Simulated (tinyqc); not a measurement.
# Off-state leakage of single and stacked transistors: what changes with what

n-channel devices of unit width. Subthreshold current I(Vg, Vs, Vd) = I0 (T/300 K)^0.5 exp[(Vg - Vs - VT(T) - gb (Vs - Vb) + dd (Vd - Vs))/(nf Vt)] (1 - exp(-(Vd - Vs)/Vt)), VT(T) = VT - cT (T - 300 K). Gate-edge tunnelling Ig (Vd/1 V) exp(ag (Vd - 1 V)), for a gate at 0 V, and band-to-band leakage Ab u exp(-Bb/u), u = Vd - Vb + 1 V, flow at a drain held at V; both are taken as independent of T. In a stack of off transistors (all gates at 0 V) the same subthreshold current passes through each.

Parameters, values chosen for the exercise; values of the order met in bulk silicon logic transistors: temperature T = 398 K; supply voltage V = 1 V; threshold at 300 K, zero drain and body bias VT = 0.28 V; fall of the threshold with temperature cT = 0.5 mV/K; current at threshold at 300 K I0 = 0.23 uA/um; slope factor nf = 1.54; drain-induced lowering per volt dd = 0.06; rise of the threshold per volt of source-body bias gb = 0.08; gate-edge tunnelling current at 1 V Ig = 0.0003 uA/um; exponential slope of the gate current ag = 3.8 1/V; prefactor of band-to-band leakage at the drain Ab = 40 uA/(um V); its exponential voltage Bb = 25 V; body voltage Vb = 0 V.

Constants: q = 1.602176634e-19 C, kB = 1.380649e-23 J/K, Vt = kB T/q. Results are converted to the units shown.

Each table varies one quantity; the others keep the values above.

## Subthreshold current against the height of the stack

All n gates at 0 V, bottom source at 0 V, top drain at V; node voltages follow from equal currents.

Result of one run:
columns A: n; B: I (nA/um); C: reduction factor; D: drain voltage of the bottom device (mV); E: source voltage of the top device (mV); F: voltage across the top device (V)
```
A       B      C      D      E       F
6  0.8152  12.76  9.480  118.0  0.8820
```

What becomes of these results when the number of transistors in series n is changed from 6 to 4, all else the same?

Result of the changed run:
columns A: n; B: I (nA/um); C: reduction factor; D: drain voltage of the bottom device (mV); E: source voltage of the top device (mV); F: voltage across the top device (V)
```
A      B      C      D      E       F
4  1.265  8.224  15.95  97.62  0.9024
```

The whole series:
columns A: n; B: I (nA/um); C: reduction factor; D: drain voltage of the bottom device (mV); E: source voltage of the top device (mV); F: voltage across the top device (V)
```
A       B      C      D      E       F
1   10.40  1.000   1000      0   1.000
2   2.926  3.554  58.75  58.75  0.9412
3   1.757  5.919  24.58  82.38  0.9176
4   1.265  8.224  15.95  97.62  0.9024
5  0.9905  10.50  11.87  108.9  0.8911
6  0.8152  12.76  9.480  118.0  0.8820
```

The second transistor cuts the current by a factor of 3.55, the third by a further 1.67 and the sixth by 1.22. The top device keeps 88.2 % of the supply at n = 6, while the drain voltage of the bottom one falls to 0.276 Vt.

## Leakage components against the supply voltage

Same model as above.

One transistor with Vg = Vs = 0, Vd = V; stack factor I(one)/I(two in series).

Leakage components against the supply voltage:
```
V (V)  subthreshold (nA/um)  gate edge (nA/um)  band-to-band (nA/um)  total (nA/um)  stack factor  largest part
0.5                   5.893            0.02244              0.003467          5.919         2.418  subthreshold
0.6                   6.602            0.03937               0.01048          6.652         2.596  subthreshold
0.7                   7.397            0.06716               0.02791          7.492         2.795  subthreshold
0.8                   8.287             0.1122               0.06691          8.466         3.020  subthreshold
0.9                   9.284             0.1846                0.1467          9.615         3.271  subthreshold
1                     10.40             0.3000                0.2981          11.00         3.554  subthreshold
1.1                   11.65             0.4826                0.5677          12.70         3.871  subthreshold
1.2                   13.05             0.7698                 1.022          14.84         4.226  subthreshold
1.3                   14.62              1.219                 1.751          17.59         4.624  subthreshold
1.4                   16.38              1.920                 2.873          21.18         5.070  subthreshold
```

As V goes from 0.5 to 1.4, the total leakage rises from 5.92 to 21.2 nA/um. The subthreshold part leads at V = 0.5 and in all other rows. The reduction by a stack of two rises from 2.42 to 5.07, for the subthreshold part alone. For V = 1.1, 1.2, 1.3, 1.4 the gate is within about 3 nf Vt of threshold, where the exponential law overstates the current.

tinyqc, about 0.04 s, one thread, Intel Xeon 2.30GHz (shared host): `OMP_NUM_THREADS=1 python tinyqc.py 2242154 2242155 out.jsonl`
